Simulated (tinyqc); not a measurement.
## Trench capacitor in an array: capacitance, non-linearity, leakage and relaxation: capacitance, non-linearity and leakage against thickness

A film between two metal electrodes, each interface adding a series capacitance ci. The small-signal permittivity is ek (1 + aq E^2); the field is found with the linear permittivity. Leakage J = J0 sinh(E/Ef). After a voltage step the film passes a relaxation current kr C V tt^(-nr), tt being the time in seconds. The sidewall is a coaxial capacitor with radii a = dm/2 - t and b = dm/2, depth AR dm; the end face is left out.

Planar film: Cf = eps0 ek/t, 1/C = 1/Cf + 2/ci, EOT = 3.9 eps0/C, effective permittivity C t/eps0, E = (V/t) C/Cf; quadratic coefficient [C(V)/C - 1]/V^2 with Cf (1 + aq E^2) in C(V).

Inputs (values chosen for the exercise); permittivity of the order of that of titanium dioxide:
- ek = 75.2 (relative permittivity of the film)
- ci = 36 uF/cm^2 (capacitance of each electrode interface (dead layer and screening))
- aq = 0.024 cm^2/MV^2 (quadratic field coefficient of the permittivity)
- V = 2.4 V (bias)
- J0 = 2.5e-10 A/cm^2 (leakage prefactor)
- Ef = 0.43 MV/cm (field for an e-fold rise of the leakage)

Constants: eps0 = 8.8541878128e-14 F/cm where lengths are in cm. Results are converted to the units shown.

Capacitance, non-linearity and leakage against thickness:

| t (nm) | C (uF/cm^2) | EOT (nm) | effective permittivity | E (MV/cm) | quadratic coefficient (ppm/V^2) | J (A/cm^2) |
|---|---|---|---|---|---|---|
| 8.7 | 5.3700 | 0.64304 | 52.765 | 1.9356 | 10668 | 1.1267e-8 |
| 11 | 4.5298 | 0.76232 | 56.276 | 1.6328 | 8180.8 | 5.5687e-9 |
| 14 | 3.7620 | 0.91790 | 59.483 | 1.3560 | 6004.8 | 2.9219e-9 |
| 18 | 3.0685 | 1.1254 | 62.381 | 1.1060 | 4207.2 | 1.6272e-9 |
| 23 | 2.4938 | 1.3847 | 64.781 | 0.89891 | 2892.6 | 9.9565e-10 |
| 29 | 2.0362 | 1.6958 | 66.693 | 0.73397 | 1987.8 | 6.6630e-10 |
| 37 | 1.6360 | 2.1107 | 68.365 | 0.58969 | 1316.2 | 4.6088e-10 |
| 47 | 1.3133 | 2.6293 | 69.713 | 0.47338 | 865.24 | 3.3428e-10 |
| 60 | 1.0453 | 3.3035 | 70.833 | 0.37677 | 557.03 | 2.4818e-10 |

Read the table: what changes, and by how much?

C falls from 5.37 to 1.05 uF/cm^2 while the effective permittivity goes from 52.8 to 70.8 (ek = 75.2). EOT is a straight line in t with slope 3.9/ek = 0.0519 and intercept 0.192 nm. The quadratic coefficient goes as t^(-1.13) between the first two rows and t^(-1.80) between the last two (-2 without interfaces), and J falls by 1.66 decades.

Program tinyqc, `OMP_NUM_THREADS=1 python tinyqc.py 2102147 2102148 out.jsonl`; Intel Xeon 2.30GHz, shared host, one thread, about 0.01 s.
